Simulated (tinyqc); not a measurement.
MOSFET in the linear regime without short-channel effects, parameter extraction from computed curves: one step of the calculation.

Inversion charge Q = Cox n Vt W0(exp((Vg - VT)/(n Vt))), W0 the Lambert function and n = nf; u = Q/Cox; mobility mu = mu0/(1 + th1 u + th2 u^2); channel resistance Rch = (L - dL)/(W mu Q); Id = Vd/(Rch + Rsd/W). Cox = eps0 eox/tox. Small Vd, no channel-length or drain effects.

Problem. The Y function. Y_i = Id_i/sqrt(gm_i). For Id = beta Vd x/(1 + th x), x = Vg - VT, Y = sqrt(beta Vd) x whatever th. Slope s from points 6 and 9; VT_Y = Vg - Y/s at point 9; beta = s^2/Vd; mobility beta L/(W Cox) with the drawn L; th* = (beta Vd x/Id - 1)/x at point 9.

Inputs (values chosen for the exercise); channel values of the order met in silicon transistors: relative permittivity of the gate insulator (close to silicon dioxide) eox = 3.9; insulator thickness tox = 3.3 nm; low-field mobility mu0 = 480 cm^2/(V s); second mobility attenuation factor th2 = 0 1/V^2; gate width W = 1 um; drawn gate length L = 0.34 um; drawn less effective length dL = 0.008 um; drain voltage Vd = 0.02 V.

Constants: eps0 = 8.8541878128e-14 F/cm where lengths are in cm. Results are converted to the units shown.

```
point  Vg (V)       Id (uA)
0        0.33  2.5733428e-4
1        0.48   0.016474156
2        0.63    0.61206346
3        0.78     3.1948330
4        0.93     6.4905022
5        1.08     9.7750871
6        1.23     12.890465
7        1.38     15.802198
8        1.53     18.510383
9        1.68     21.026286
10       1.83     23.364579
```

gm, point 1 to 9 (uS): 2.0393537  10.594529  19.594796  21.934180  21.333211  20.090371  18.733060  17.413627  16.180653

Find: Y; s; VT_Y; beta; mobility from Y; th*.

Solution.

Y, point 1 to 9 (uA^0.5 V^0.5): 0.01154  0.1880  0.7217  1.386  2.116  2.876  3.651  4.436  5.227
s = 5.225 uA^0.5 V^-0.5
VT_Y = 0.6796 V
beta = 1365 uA/V^2
mobility from Y = 443.5 cm^2/(V s)
th* = 0.2988 1/V

The mobility from Y is 9.8 % below mu0 L/(L - dL) = 492 cm^2/(V s), which it should reach in deep inversion when th2 = 0.

Numbers from tinyqc (`OMP_NUM_THREADS=1 python tinyqc.py 2210101 2210102 out.jsonl`; about 0.01 s on one thread of a shared Intel Xeon 2.30GHz).
